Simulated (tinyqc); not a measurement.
Mobility of a non-polar semiconductor in the relaxation-time approximation: one step, computed by the program tinyqc. Command: `OMP_NUM_THREADS=1 python tinyqc.py 3007784 3007785 out.jsonl rta walk`. One thread of a shared host (Intel(R) Xeon(R) Processor @ 2.30GHz), about 0.01 s of CPU time with the checks.

Each valley is treated as a sphere of mass m_d for states and rates, with one isotropic relaxation time; the conductivity mass m_c sets the current.

Problem. Masses. m_d = (m_l m_t^2)^(1/3); 1/m_c = (1/m_l + 2/m_t)/3; Hall mass factor A = 3 K_m (K_m + 2)/(2 K_m + 1)^2, K_m = m_l/m_t; N_I = n (1 + C)/(1 - C).

Inputs (values chosen for the exercise, modelled on electrons in diamond):
```
quantity               value    unit
longitudinal mass m_l   1.47     m_0
transverse mass m_t    0.273     m_0
carrier density n      5e+15  1/cm^3
compensation ratio C       0       -
```

Band: parabolic. Impurity formula: Brooks-Herring. Further scattering: neutral impurities.

Give: density-of-states mass m_d; conductivity mass m_c; Hall mass factor A; ionised impurity density N_I.

Solution.

density-of-states mass m_d = 0.47850 m_0

conductivity mass m_c = 0.37471 m_0

Hall mass factor A = 0.86121

ionised impurity density N_I = 5.00e+15 1/cm^3
